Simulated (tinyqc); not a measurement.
Three voltage laws: time-dependent dielectric breakdown: cell percolation, Weibull statistics, area scaling and voltage extrapolation. Computed by tinyqc, a small Python program. Command: `OMP_NUM_THREADS=1 python tinyqc.py 3026672 3026673 out.jsonl tddb walk`. One thread of a shared host (Intel(R) Xeon(R) Processor @ 2.30GHz), about 0.01 s of CPU time with the checks.

The oxide is divided into columns of area a^2, each holding m = t_ox/a cells (m is taken as continuous). A share lambda(t) = (t/t_1)^alpha of the cells is defective, and a column whose cells are all defective breaks down.

Inputs (values chosen for the exercise, for a model gate oxide):
```
quantity,value,unit
oxide thickness t_ox,4.8,nm
defect cell size a,0.96,nm
exponent alpha of defect growth,0.57,-
time t_1 at which the occupied share would reach 1,54000,s
test area A,1000,um^2
product area A_u,500000,um^2
stress voltage V,5.4,V
use voltage V_u,3.3,V
local exponent n = -d ln t/d ln V at the stress voltage,39,-
activation energy E_a,0.84,eV
stress temperature T,175,C
use temperature T_u,85,C
allowed failure fraction F,0.001,-
```

Voltage law used: power.

Constants: k_B = 8.617333262e-05 eV/K.

Method:
- Failure fraction F = 1 - (1 - lambda^m)^N with N = A/a^2 columns, which for small lambda^m is 1 - exp(-(t/t63)^beta) with beta = alpha m and t63 = t_1 N^(-1/beta); critical share lambda(t63) = N^(-1/m). 1 um^2 = 1e6 nm^2.
- All three voltage laws share the slope n at the stress voltage. Factor t(V_u)/t(V): E law exp(n (1 - V_u/V)); 1/E law exp(n (V/V_u - 1)); power law (V/V_u)^n.
- Temperatures in kelvin are T(C) + 273.15.
- Temperature factor exp[(E_a/k_B)(1/T_u - 1/T)]; area factor (A/A_u)^(1/beta); percentile factor (-ln(1 - F))^(1/beta); life = t63 x all four; 1 year = 3.15576e7 s.
- Life = t63 x voltage, temperature, area and percentile factors, the last three as above.

projected life = 600.494 years

voltage factor = 2.19439e+08

Log10 of the life in years:
```
V_u/V,V_u (V),E law,1/E law,power law
1.00,5.40,-5.5628,-5.563,-5.5628
0.95,5.13,-4.7159,-4.671,-4.6940
0.90,4.86,-3.8691,-3.681,-3.7783
0.80,4.32,-2.1753,-1.328,-1.7833
0.70,3.78,-0.4816,1.696,0.4784
0.60,3.24,1.2122,5.729,3.0893
0.50,2.70,2.9059,11.375,6.1774
0.40,2.16,4.5997,19.843,9.9569
```

What does the comparison show, and why?

At V_u/V = 0.9 the laws differ by 0.19 decades at most, and at 0.5 by 8.5. The E law is the most cautious and the 1/E law the most hopeful. Ten years are reached at V_u/V = 0.613 (E), 0.721 (1/E), 0.679 (power). Caution: t_1 is an input here; in a real oxide it changes with thickness at fixed voltage. Caution: the rows at low voltage extrapolate over many decades and cannot be tested.
